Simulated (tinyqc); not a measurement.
Inside a calculation. Model: nanowire ballistic transistor, top-of-the-barrier model.

tinyqc, about 0.1 s, one thread, Intel Xeon 2.30GHz (shared host): `OMP_NUM_THREADS=1 python tinyqc.py 2400142 2400143 out.jsonl` Printed values are rounded.

At the top of the source barrier, states moving towards the drain are filled by the source (Fermi level 0) and states moving back by the drain (Fermi level -q Vd); nothing scatters. U is the shift of the band edge there, set by the capacitances CG, CD and CS (the total) and by the charge. Parabolic one-dimensional subbands; the source is grounded.

Inputs (values chosen for the exercise); mass and valleys close to those of gallium arsenide: temperature T = 77 K; effective mass m = 0.0701 m0; valley degeneracy gv = 1; relative permittivity of the gate insulator eox = 3.9; insulator thickness tox = 1.4 nm; wire diameter d = 4 nm; offset of a second subband (0: none) dE = 0.14 eV; gate control CG/CS aG = 0.94; drain control CD/CS aD = 0.041; band edge at the barrier top above the source Fermi level at zero bias E0 = 0.37 eV; gate voltage Vg = 0.6 V; drain voltage Vd = 0.05 V.

Constants: q = 1.602176634e-19 C, kB = 1.380649e-23 J/K, hbar = 1.054571817e-34 J s, h = 6.62607015e-34 J s, m0 = 9.1093837015e-31 kg, Vt = kB T/q, eps0 = 8.8541878128e-14 F/cm where lengths are in cm. Results are converted to the units shown.

## Density of states, capacitances and charge at zero bias

N0 = gv sqrt(2 m kB T/pi)/hbar, CG = 2 pi eps0 eox/ln(1 + 2 tox/d), CS = CG/aG, n0 = n at U = 0 and Vd = 0. eta1 = -(E0 + U)/Vt, eta2 = eta1 - Vd/Vt, n = (N0/2)[F_(-1/2)(eta1) + F_(-1/2)(eta2)], F_(-1/2)(x) = (1/sqrt(pi)) int_0^infinity u^(-1/2)/(1 + exp(u - x)) du. Each F is summed over the two subbands, F(eta) + F(eta - dE/Vt), which share the mass. UL = -(aG Vg + aD Vd).

N0 = 6.23382e5 cm^-1
CG = 4.08887 pF/cm
CS = 4.34986 pF/cm
n0 = 3.78128e-19 cm^-1
UL = -0.566050 eV

## Iteration 1: self-consistent potential at the barrier top

U at the start (U = UL) = -0.566050 eV

eta1 = -(E0 + U)/Vt, eta2 = eta1 - Vd/Vt, n = (N0/2)[F_(-1/2)(eta1) + F_(-1/2)(eta2)], F_(-1/2)(x) = (1/sqrt(pi)) int_0^infinity u^(-1/2)/(1 + exp(u - x)) du. Each F is summed over the two subbands, F(eta) + F(eta - dE/Vt), which share the mass. U(out) = UL + q (n - n0)/CS. U(new) = U(out).

eta1 = 29.5463
eta2 = 22.0109
n = 4.88320e6 cm^-1
U(out) = -0.386188 eV
U after iteration 1 = -0.386188 eV

## Iteration 2: self-consistent potential at the barrier top

As before.

eta1 = 2.43964
eta2 = -5.09576
n = 5.13916e5 cm^-1
U(out) = -0.547121 eV
U after iteration 2 = -0.547121 eV

## Course of the iteration: self-consistent potential at the barrier top

Stop when U changes by less than 1e-9 eV, or after 90 iterations.

Course of the iteration:
```
iteration     U (eV)  |change| (eV)
1          -0.386188          0.180
2          -0.547121          0.161
3          -0.410860          0.136
4          -0.531841          0.121
5          -0.426394          0.105
6          -0.516912         0.0905
7          -0.443714         0.0732
8          -0.499480         0.0558
9          -0.462125         0.0374
...              ...            ...
35         -0.476558        6.12e-8
36         -0.476558        3.65e-8
37         -0.476558        2.18e-8
38         -0.476558        1.30e-8
39         -0.476558        7.78e-9
40         -0.476558        4.64e-9
41         -0.476558        2.77e-9
42         -0.476558        1.66e-9
43         -0.476558       9.89e-10
```

Converged in 43 iterations. At the end each change is about 0.60 times the one before, with alternating sign: linear convergence.

## Current, mean velocity and share of the gate voltage

converged U = -0.476558 eV

N0 = gv sqrt(2 m kB T/pi)/hbar, CG = 2 pi eps0 eox/ln(1 + 2 tox/d), CS = CG/aG, n0 = n at U = 0 and Vd = 0. eta1 = -(E0 + U)/Vt, eta2 = eta1 - Vd/Vt, n = (N0/2)[F_(-1/2)(eta1) + F_(-1/2)(eta2)], F_(-1/2)(x) = (1/sqrt(pi)) int_0^infinity u^(-1/2)/(1 + exp(u - x)) du. Each F is summed over the two subbands, F(eta) + F(eta - dE/Vt), which share the mass. I = gv (2 q^2/h) Vt [ln(1 + exp eta1) - ln(1 + exp eta2)], summed over both subbands. Mean velocity I/(q n). CQ = (q/Vt) dn/d(eta1); the band edge follows the gate as -dU/dVg = aG/(1 + CQ/CS).

eta1 = 16.0591
n = 2.42968e6 cm^-1
I = 3.87726 uA
mean velocity = 9.96012e6 cm/s
CQ = 2.59741 pF/cm
-dU/dVg = 0.588558 eV/V

The carriers from the source are degenerate (eta1 = 16.1), and the mean velocity is 0.967 times vT = sqrt(2 kB T/(pi m)) = 1.03e7 cm/s. The drain fills a good part of the returning states, which lowers the mean.
